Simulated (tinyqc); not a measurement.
# Changing the grain size d

Model: estimate of lattice thermal conductivity from elastic moduli (Slack, Klemens and Cahill formulas). Computed by tinyqc, a small Python program. Command: `OMP_NUM_THREADS=1 python tinyqc.py 3006376 3006377 out.jsonl slack sweep`. One thread of a shared host (Intel(R) Xeon(R) Processor @ 2.30GHz), about 0.01 s of CPU time with the checks.

An isotropic solid.

Inputs (values chosen for the exercise, for a model crystal): bulk modulus B = 40.5 GPa; shear modulus G = 14.6 GPa; volume per atom V = 31.2 angstrom^3; mean atomic mass M = 67 u; atoms per primitive cell n = 20; temperature T = 300 K; disorder parameter Gamma = 0.0069.

Grueneisen parameter: from the Poisson ratio.

Constants: u = 1.6605390666e-27 kg; hbar = 1.054571817e-34 J s; k_B = 1.380649e-23 J/K; h = 6.62607015e-34 J s.

Method:
- rho = M/V; vL = sqrt((B + 4G/3)/rho), vT = sqrt(G/rho); v_m = [(vL^-3 + 2 vT^-3)/3]^(-1/3); Poisson ratio sigma = (3B - 2G)/(6B + 2G); Theta = hbar v_m (6 pi^2/V)^(1/3)/k_B.
- Empirical rule gamma = (3/2) (1 + sigma)/(2 - 3 sigma).
- Slack, an estimate for T near or above Theta_a: kappa = A M Theta_a^3 delta n^(1/3)/(gamma^2 T) in W/(m K), with M in u, delta = V^(1/3) in angstrom, Theta_a = Theta n^(-1/3) and A = 2.43e-6/(1 - 0.514/gamma + 0.228/gamma^2).
- High-temperature forms with the classical heat capacity. Klemens: kappa/kappa_0 = arctan(u)/u, u^2 = pi^2 Theta V Gamma kappa_0/(h v_m^2). Grains: 1/kappa_poly = 1/kappa + 1/(C v_m d/3), C = 3 k_B/(n V), the acoustic branches alone.
- Cahill minimum: kappa_min = (pi/6)^(1/3) k_B V^(-2/3) sum over L, T, T of v (T/Theta_i)^2 int_0^(Theta_i/T) x^3 e^x/(e^x - 1)^2 dx, Theta_i = Theta v_i/v_m (64 Gauss-Legendre points).
- Its high-temperature limit is (1/2) (pi/6)^(1/3) k_B V^(-2/3) (vL + 2 vT).

One run for each value:
```
grain size d (nm)  kappa of the polycrystal (W/(m K))  grain-boundary limit (W/(m K))  kappa_poly/kappa_min
5                                             0.18242                      2.5131e-01                0.4161
20                                            0.40040                      1.0052e+00                0.9132
50                                            0.52614                      2.5131e+00                1.2000
200                                           0.62414                      1.0052e+01                1.4235
500                                           0.64829                      2.5131e+01                1.4786
2000                                          0.66108                      1.0052e+02                1.5078
5000                                          0.66370                      2.5131e+02                1.5138
20000                                         0.66502                      1.0052e+03                1.5168
50000                                         0.66528                      2.5131e+03                1.5174
```

Over the rows, kappa of the polycrystal (W/(m K)) rises from 0.182 to 0.665 (exponent d ln y / d ln x 0.57 between the first rows and 4.3e-4 between the last); grain-boundary limit (W/(m K)) rises from 0.251 to 2510 (exponent d ln y / d ln x about 1.0 throughout); kappa_poly/kappa_min rises from 0.416 to 1.52 (exponent d ln y / d ln x 0.57 between the first rows and 4.3e-4 between the last). At the high end the exponent of kappa of the polycrystal is 0.00, close to 0: grains are larger than the free path. The two resistivities add, so grains matter once the boundary limit, proportional to d, falls to the size of kappa with point defects.

Caution (rows 5.00, 20.0, 50.0, 200, 500): the estimate comes near or below kappa_min; the free path cannot fall under half a wavelength, so the true value levels off near kappa_min.
